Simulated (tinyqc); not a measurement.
# Schottky barrier on an n-type semiconductor, non-linear Poisson equation by Newton steps: effects of single changes

One dimension, metal at x = 0, donor density C(x) = Nd, uniform. Energies are counted from the electron Fermi level of the semiconductor and the conduction-band edge is Ec = -psi, so n = Nc exp(psi/Vt); holes follow the Fermi level of the metal, at -V, so p = Nv exp((V - psi - Eg)/Vt). Ends: psi(0) = V - phiB and psi = Vt ln(Nd/Nc) deep inside. Boltzmann statistics, full ionisation, no current, no image force in the Poisson equation.

Values chosen for this exercise; band and dielectric values close to those of gallium arsenide:
- T = 450 K (temperature)
- Eg = 1.41 eV (band gap)
- eps_r = 12.7 (relative permittivity)
- Nc = 8.06e17 cm^-3 (conduction-band density of states at T)
- Nv = 1.64e19 cm^-3 (valence-band density of states at T)
- Nd = 6.4e16 cm^-3 (donor density deep in the semiconductor)
- phiB = 0.71 eV (barrier height)

Constants: q = 1.602176634e-19 C, kB = 1.380649e-23 J/K, Vt = kB T/q, eps0 = 8.8541878128e-14 F/cm where lengths are in cm. Results are converted to the units shown.

Each table varies one quantity; the others keep the values above.

## Capacitance-voltage profiling

The Poisson equation d/dx(eps0 eps_r dpsi/dx) = -q (p - n + C) is solved on a mesh of about 1000 nodes or more that ends in neutral material. C_s = q d/dV of the integral of n over x, from the linearised equation. Probed depth w = eps0 eps_r/C_s; apparent doping N_app = C_s^3/(q eps0 eps_r dC_s/dV), the derivative by central differences over +/- 0.02 V.

The same in every row: true C(w) (cm^-3) = 6.400e16.

Capacitance-voltage profiling:
```
V (V)	C_s (nF/cm^2)	w (nm)	N_app (cm^-3)	|E_0| (kV/cm)
0	100.3	112.1	6.395e16	102.2
-0.62	69.52	161.8	6.399e16	147.5
-1.25	56.24	200.0	6.400e16	182.3
-1.88	48.48	231.9	6.400e16	211.5
-2.5	43.31	259.6	6.400e16	236.7
-3.12	39.51	284.6	6.400e16	259.5
-3.75	36.52	307.9	6.400e16	280.8
-4.38	34.12	329.6	6.400e16	300.6
-5	32.16	349.6	6.400e16	318.8
```

C_s falls from 100 to 32.2 nF/cm^2 while the probed depth goes from 112 to 350 nm. The apparent doping stays near 6.40e16 cm^-3. It departs most from the true doping at that depth for V = 0 V, where it is 0.076 % below it; so the doping is read well over the depths probed.

## Effect of the bias of the metal against the semiconductor

First integral for uniform doping: E_0^2 = (2 q/(eps0 eps_r)) [Nd (U - Vt + Vt exp(-U/Vt)) + Vt p_0], U = Vbi - V, Vbi = phiB - Vt ln(Nc/Nd), p_0 = Nv exp((phiB - Eg)/Vt) (deep holes neglected). Image-force lowering dphi = sqrt(q E_0/(4 pi eps0 eps_r)), at x_m = sqrt(q/(16 pi eps0 eps_r E_0)). W = sqrt(2 eps0 eps_r U/(q Nd)).

The same in every row: Vbi (V) = 0.6118; p_0/Nd = 3.707e-6.

Effect of the bias of the metal against the semiconductor:
```
V (V)	W (nm)	E_0 (kV/cm)	dphi (mV)	exp(dphi/Vt)
0	115.8	102.2	34.04	2.406
-2.9	277.5	251.7	53.42	3.965
-5.7	372.1	338.2	61.93	4.938
-8.6	449.5	409.0	68.10	5.790
-11.4	513.3	467.3	72.79	6.534
-14.3	571.9	520.8	76.84	7.255
-17.1	623.3	567.7	80.23	7.917
-20	672.4	612.5	83.34	8.577
```

Read the table: what changes, and by how much?

As V goes from 0 to -20, the surface field rises from 102 to 613 kV/cm, the lowering rises from 34.0 to 83.3 mV and W rises from 116 to 672 nm. The reverse current factor exp(dphi/Vt) grows by 3.56 over the table, so a thermionic reverse current does not saturate. For V = -20 the field exceeds 600 kV/cm, where tunnelling through the top of the barrier adds to any current.

Program tinyqc, `OMP_NUM_THREADS=1 python tinyqc.py 2020068 2020069 out.jsonl`; Intel Xeon 2.30GHz, shared host, one thread, about 0.03 s.
